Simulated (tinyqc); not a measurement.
Worked calculation: ion implantation: universal nuclear stopping, Lindhard-Scharff electronic stopping and a Gaussian range profile. Computed by tinyqc, a small Python program that keeps every step. Command: `OMP_NUM_THREADS=1 python tinyqc.py 3021740 3021741 out.jsonl implant walk`. One thread of a shared host (Intel(R) Xeon(R) Processor @ 2.30GHz), about 0.07 s of CPU time with the checks. Intermediate numbers are printed to about 6 digits and carried at full precision; extremes and crossings named in words are read from the listed rows.

An ion slows by elastic collisions with screened nuclei and by friction with electrons; channelling is ignored and the target is uniform.

Inputs (values chosen for the exercise, modelled on indium ions in copper): ion atomic number Z1 = 49; ion mass M1 = 115 u; target atomic number Z2 = 29; target mass M2 = 63.55 u; target density N = 84.9 1/nm^3; ion energy E = 5.6 keV; scale factor of electronic stopping k = 1.3; dose Q = 2.1e+12 1/cm^2; background C_B = 4.5e+15 1/cm^3; displacement energy E_d = 30 eV; anneal budget D t = 1.7e-13 cm^2.

Follow-up: anneal.

## Stopping at the entry energy

Reduced energy eps = 32.53 M2 E/(Z1 Z2 (M1 + M2)(Z1^0.23 + Z2^0.23)), E in keV; s_n = ln(1 + 1.1383 eps)/(2 (eps + 0.01321 eps^0.21226 + 0.19593 eps^0.5)) for eps up to 30 and ln(eps)/(2 eps) above; S_n = 8.462 Z1 Z2 M1 s_n/((M1 + M2)(Z1^0.23 + Z2^0.23)) in 1e-15 eV cm^2. S_e = k 3.83 Z1^(7/6) Z2/(Z1^(2/3) + Z2^(2/3))^(3/2) sqrt(E/M1) in 1e-15 eV cm^2, E in keV. dE/dx = N (S_n + S_e); 1e-15 eV cm^2 = 0.1 eV nm^2.

reduced energy eps = 0.00988248

s_n = 0.162983

S_n = 273.387 x 1e-15 eV cm^2

S_e = 27.3799 x 1e-15 eV cm^2

energy loss dE/dx = 2553.51 eV/nm

Nuclear stopping carries 91 % of the loss at entry.

## Range and straggle

Path length R = int_0^E dE'/(N (S_n + S_e)); energy lost to nuclei nu = int_0^E S_n/(S_n + S_e) dE' (both with E' = E y^3 and 64 Gauss-Legendre points in y). Estimates of Lindhard type: R_p = R/(1 + M2/(3 M1)), straggle dR_p = (2/3) R_p sqrt(M1 M2)/(M1 + M2).

path length R = 4.49517 nm

projected range R_p = 3.79595 nm

straggle dR_p = 1.21165 nm

energy lost to nuclei nu = 5.10909 keV

91 % of the energy goes to nuclei over the whole path.

## Gaussian profile

C(x) = C_p exp(-(x - R_p)^2/(2 dR_p^2)) with C_p = Q/(sqrt(2 pi) dR_p), 1 nm = 1e-7 cm; the profile falls to the background at x_j = R_p + dR_p sqrt(2 ln(C_p/C_B)); the peak atomic fraction is C_p/N.

peak concentration C_p = 6.91438e+18 1/cm^3

Depth x_j where C falls to C_B = 8.43745 nm

peak atomic fraction = 8.14415e-05

## Damage

Kinchin-Pease count with efficiency 0.8: N_d = 0.8 nu/(2 E_d), taking all of nu as damage energy (an upper estimate, as recoils also lose energy to electrons). Spread over a depth R_p + dR_p, displacements per atom = Q N_d/(N (R_p + dR_p)).

displacements per ion N_d = 68.1211

displacements per atom = 0.00336484

One displacement per atom would need a dose of 6.2e14 per cm^2 if no defects annealed.

## Anneal

Far from the surface a Gaussian stays Gaussian: sigma^2 = dR_p^2 + 2 D t; peak Q/(sqrt(2 pi) sigma); x_j = R_p + sigma sqrt(2 ln(peak/C_B)).

width sigma = 5.95551 nm

peak after the anneal = 1.40673e+18 1/cm^3

x_j after the anneal = 23.9832 nm

x_j moves by 15.5 nm. Caution: the width is no longer small against R_p, so the surface reflects or loses dopant and the free Gaussian is only a guide.

## Nuclear against electronic stopping over energy

The formulas are those given above.

Stopping (1e-15 eV cm^2) and range:
```
E (keV)          eps      S_n      S_e   R (nm)      nu/E
1        1.76473e-03  125.277   11.570   2.0772  0.911009
2        3.52946e-03  175.566   16.363   2.7919  0.913126
5        8.82364e-03  261.376   25.872   4.2548  0.912683
10       1.76473e-02  338.473   36.588   6.0219  0.909384
20       3.52946e-02  420.311   51.743   8.7817  0.902777
50       8.82364e-02  520.140   81.813  15.2672  0.886980
100      1.76473e-01  573.031  115.701  24.3172  0.867152
200      3.52946e-01  590.187  163.626  40.5255  0.836780
500      8.82364e-01  540.349  258.716  85.6499  0.770504
```

Nuclear stopping peaks near 200 keV among these rows (eps = 0.35; the universal curve peaks near 0.3). Nuclear stopping leads throughout. The path length grows as E^0.43 at the low end and E^0.82 at the high end; constant stopping would give E^1, and stopping that rises with E, be it nuclear (below its peak) or electronic, gives a lower exponent.

Checks made by the program: range against adaptive quadrature (relative difference 6e-06).
